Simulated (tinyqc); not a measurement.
# Inputs raised by 5 %, one at a time

Model: two-sublattice mean-field magnet: ferrimagnet, compensation points and susceptibility. Computed by tinyqc, a small Python program. Command: `OMP_NUM_THREADS=1 python tinyqc.py 3026137 3026138 out.jsonl ferri sens`. One thread of a shared host (Intel(R) Xeon(R) Processor @ 2.30GHz), about 0.01 s of CPU time with the checks.

A random alloy A(1-x)B(x) with H = -sum over pairs J S_i.S_j. a = <S_A> and b = <S_B> are taken along z, a > 0. Exchange fields: h_A = (1 - x) zJ_AA a + x zJ_AB b, h_B = (1 - x) zJ_AB a + x zJ_BB b; a = S_A B_(S_A)(S_A h_A/(k_B T)) and likewise for b, with the Brillouin function B_S(y) = [(2S + 1)/(2S)] coth[(2S + 1) y/(2S)] - [1/(2S)] coth[y/(2S)].

Inputs (values chosen for the exercise, for a model ferrimagnet):
```
quantity                 value  unit
spin S_A                     2     -
spin S_B                   1.5     -
fraction x of B sites     0.23     -
z J_AA                      21   meV
z J_BB                     2.2   meV
z J_AB                     -11   meV
T over T_c                0.36     -
largest number of steps   3000     -
```

Constants: k_B = 8.617333262e-05 eV/K.

Method. Linearised, T (a, b) = M (a, b) with M_ij = S_i (S_i + 1) c_j zJ_ij/(3 k_B), c_A = 1 - x, c_B = x. T_c is the larger eigenvalue, and its eigenvector gives b/a at onset, (T_c - M_AA)/M_AB. Repeat from a = S_A, b = -S_B until a and b change by less than 1e-10.

Runs:
```
input moved            from      to  T_c (K)      a       b
base run                  -       -    394.0  1.936  -1.184
fraction x of B sites  0.23  0.2415    389.2  1.936  -1.184
z J_AA (meV)             21   22.05    411.9  1.935  -1.160
z J_BB (meV)            2.2    2.31    394.0  1.936  -1.185
z J_AB (meV)            -11  -11.55    395.8  1.936  -1.206
T over T_c             0.36   0.378    394.0  1.924  -1.154
```

Exponents ln(y'/y) / ln(x'/x):
```
input                     T_c       a       b
fraction x of B sites  -0.246   0.006  -0.004
z J_AA                  0.913  -0.004  -0.426
z J_BB                  0.001   0.000   0.016
z J_AB                  0.094   0.003   0.385
T over T_c              0.000  -0.122  -0.523
```

To which inputs is each result most sensitive?

Among the inputs moved here: T_c answers most in size to z J_AA (exponent +0.913), next to fraction x of B sites (-0.246); its exponent is below 0.0005 for T over T_c. a answers most in size to T over T_c (exponent -0.122), next to fraction x of B sites (+0.006); its exponent is below 0.0005 for z J_BB. b answers most in size to T over T_c (exponent -0.523), next to z J_AA (-0.426).

Extremes, crossings and ranges named in words are read from the listed rows.
